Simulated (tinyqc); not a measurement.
# Changing the ionised impurity density N_I

Model: scattering rates of a carrier in a spherical band by Fermi's golden rule. Computed by tinyqc, a small Python program. Command: `OMP_NUM_THREADS=1 python tinyqc.py 3006569 3006570 out.jsonl scatter sweep`. One thread of a shared host (Intel(R) Xeon(R) Processor @ 2.30GHz), about 0.01 s of CPU time with the checks.

All processes here are isotropic or elastic, and the rate listed is the momentum relaxation rate.

Inputs (values chosen for the exercise, for a model non-polar semiconductor):
```
quantity                                          value       unit
density-of-states mass of one valley m             0.49        m_0
non-parabolicity alpha                             0.19       1/eV
static permittivity eps_s                          16.7          -
density rho                                        4300     kg/m^3
sound velocity v_l                                 9500        m/s
acoustic deformation potential D_A                  9.9         eV
phonon energy hbar w                               78.2        meV
optical or intervalley deformation potential D_o    4.3  1e8 eV/cm
final valleys Z_f                                     3          -
temperature T                                       300          K
carrier energy E                                     37        meV
alloy fraction x                                   0.27          -
alloy potential U                                  0.43         eV
lattice constant a                                 5.64   angstrom
```

Crystal: non-polar. Band: Kane. Impurity formula: Brooks-Herring. Further scattering: alloy.

Constants: k_B = 8.617333262e-05 eV/K; eps_0 = 8.8541878128e-12 F/m; k_B = 1.380649e-23 J/K; e = 1.602176634e-19 C; m_0 = 9.1093837015e-31 kg; hbar = 1.054571817e-34 J s; hbar = 6.582119569e-16 eV s.

Method:
- Phonon occupation N_q = 1/(exp(hbar w/(k_B T)) - 1).
- Debye screening by free carriers of density N_I: L_s = sqrt(eps_s eps_0 k_B T/(e^2 N_I)).
- Kane band: hbar^2 k^2/(2 m) = E (1 + alpha E), speed v = hbar k/(m (1 + 2 alpha E)), states per spin, volume and energy g(E) = m k (1 + 2 alpha E)/(2 pi^2 hbar^2); overlap factors are set to 1. Masses are multiplied by m_0 and all formulas are in SI units.
- Singly charged impurities, momentum relaxation: 1/tau = N_I e^4 m (1 + 2 alpha E) Phi/(8 pi (eps_s eps_0)^2 hbar^3 k^3), with alpha = 0 for a parabolic band.
- Brooks-Herring: Phi = ln(1 + b) - b/(1 + b), b = 4 k^2 L_s^2.
- Acoustic deformation potential (elastic, equipartition, absorption and emission together): 1/tau = 2 pi k_B T D_A^2 g(E)/(hbar rho v_l^2).
- Optical or intervalley deformation potential: 1/tau = (pi Z_f D_o^2/(rho w)) [N_q g(E + hbar w) + (N_q + 1) g(E - hbar w)], with g = 0 below the band edge.
- Alloy disorder: 1/tau = (2 pi/hbar) Omega x (1 - x) U^2 g(E), Omega = a^3/4 (other conventions for Omega rescale U).
- Rates add: 1/tau_m is the sum, and the mean free path is v tau_m.

One run for each value; columns: (1) ionised impurity density N_I (1/cm^3); (2) ionised-impurity rate (1/s); (3) momentum relaxation time tau_m (fs); (4) mean free path (nm); (5) b:
```
(1)              (2)     (3)     (4)         (5)
1.00e+14  1.6788e+09  167.50  27.015  4.5733e+05
4.20e+14  6.2100e+09  167.37  26.994  1.0889e+05
1.80e+15  2.2960e+10  166.91  26.919  2.5407e+04
7.50e+15  8.0736e+10  165.31  26.662  6.0977e+03
3.20e+16  2.7975e+11  160.05  25.812  1.4291e+03
1.30e+17  8.8302e+11  145.95  23.540  3.5179e+02
5.60e+17  2.6773e+12  115.66  18.654  8.1665e+01
2.40e+18  6.8585e+12   77.96  12.574  1.9055e+01
1.00e+19  1.2520e+13   54.09   8.723  4.5733e+00
```

Over the rows, ionised-impurity rate (1/s) rises from 1.68e9 to 1.25e13 (exponent d ln y / d ln x 0.91 between the first rows and 0.42 between the last); momentum relaxation time tau_m (fs) falls from 168 to 54.1 (exponent d ln y / d ln x -5.3e-4 between the first rows and -0.26 between the last); mean free path (nm) falls from 27.0 to 8.72 (exponent d ln y / d ln x -5.3e-4 between the first rows and -0.26 between the last). The impurity rate grows more slowly than N_I because Phi shrinks as the screening length does: the rate per impurity falls by a factor 13.4 over the table. It passes half of the total rate between 5.60e17 and 2.40e18 per cm^3.

Caution (rows 1.00e19): the doping exceeds half the effective density of states of one valley, so Debye screening (where used) and free final states are rough assumptions.

Extremes, crossings and ranges named in words are read from the listed rows.
